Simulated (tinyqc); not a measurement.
A finite superlattice with mass mismatch, transfer matrices: one step of the calculation.

One electron of energy E comes from the left lead (band edge 0); no transverse momentum. Parabolic bands, masses in units of m0, C = hbar^2/(2 m0); psi and psi'/m are continuous at every interface. N periods of a barrier d1 followed by a well Lw; the right lead equals the left one.

Problem. Matrices of the layers. For the pair (psi, psi'/m) a flat layer has M = [[cos kd, (m/k) sin kd], [-(k/m) sin kd, cos kd]] with k = sqrt(m (E - U)/C) above its edge U, and M = [[cosh Kd, (m/K) sinh Kd], [(K/m) sinh Kd, cosh Kd]] with K = sqrt(m (U - E)/C) below it. M12 is in nm, M21 in 1/nm.

Values chosen for this exercise; masses and offsets of a made-up heterostructure:
```
symbol  value  unit                       meaning
mL       0.31    m0         mass in the left lead
U1          4    eV                barrier height
m1       0.44    m0                  barrier mass
d1        0.3    nm                 barrier width
Lw        0.9    nm  well width (edge 0, mass mL)
E       2.756    eV               electron energy
```

Constants: q = 1.602176634e-19 C, hbar = 1.054571817e-34 J s, m0 = 9.1093837015e-31 kg, hbar^2/(2 m0) = 0.0380998212 eV nm^2. Results are converted to the units shown.

Wanted: M of layer 1; M of layer 2.

Solution.

M of layer 1:
```
       1       2
1  1.719  0.1623
2  12.05   1.719
```

M of layer 2:
```
         1         2
1  -0.4354  -0.05893
2    13.75   -0.4354
```

Range of the model: Masses are held fixed, although real bands cease to be parabolic a few tenths of an eV from their edges (inside a barrier too). Layers thinner than about 0.8 nm hold only a few atomic planes, where an effective mass is a rough description.

tinyqc, about 0.01 s, one thread, Intel Xeon 2.30GHz (shared host): `OMP_NUM_THREADS=1 python tinyqc.py 2560101 2560102 out.jsonl`
